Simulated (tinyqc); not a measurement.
Lossy interposer transmission line with skin effect: two steps of the calculation.

A uniform line in a homogeneous dielectric: c = sqrt(er)/(c0 Z0), l = Z0 sqrt(er)/c0 (c0 = 299792458 m/s), g = w c td, w = 2 pi f. The resistance joins its limits as r = sqrt(r_dc^2 + r_hf^2), with r_dc = rho/(wd th), r_hf = kr rho/(2 delta (wd + th)), delta = sqrt(rho/(pi f mu0)), mu0 = 4 pi 1e-7 H/m; this is an interpolation, and internal inductance, up to 0.05 nH/mm at low frequency, is neglected.

Inputs (values chosen for the exercise): length len = 2.5 mm; source resistance Rg = 100 ohm; load resistance RL = 1000 ohm; load capacitance CL = 300 fF; frequency f = 0.59 GHz.

Task 1. Propagation constant and impedance. gamma = sqrt((r + i w l)(g + i w c)) = alpha + i beta, Zc = sqrt((r + i w l)/(g + i w c)), roots with positive real part; loss 8.685889638 alpha in dB; phase velocity w/beta.

r = 3.0354379 ohm/mm
l = 0.49405223 nH/mm
c = 87.831508 pF/m
g = 0 S/m

Give: gamma len; Zc; loss; phase velocity over c0; r/(w l).

Result 1.

gamma len = 0.041757+0.073964i
Zc = 90.866-51.299i ohm
loss = 0.14508 dB/mm
phase velocity over c0 = 0.41795
r/(w l) = 1.6574

r exceeds w l, so the line behaves mainly as an RC line at this frequency.

Task 2. Reflection, input impedance and transfer. ZL = 1/(1/RL + i w CL); reflection (ZL - Zc)/(ZL + Zc); Zin = Zc (ZL + Zc tanh(gamma len))/(Zc + ZL tanh(gamma len)); H = V_load/V_source = [Zin/(Zin + Rg)]/[cosh(gamma len) + (Zc/ZL) sinh(gamma len)].

gamma len = 0.041757173+0.073964360i
Zc = 90.865764-51.298996i ohm

Wanted: ZL; reflection at the load; Zin; H; |H|.

Result 2.

ZL = 447.06-497.19i ohm
reflection at the load = 0.73902-0.07538i
Zin = 218.21-406.80i ohm
H = 0.87748-0.16653i
|H| = -0.98155 dB

Program tinyqc, `OMP_NUM_THREADS=1 python tinyqc.py 2810198 2810199 out.jsonl`; Intel Xeon 2.30GHz, shared host, one thread, about 0.01 s.
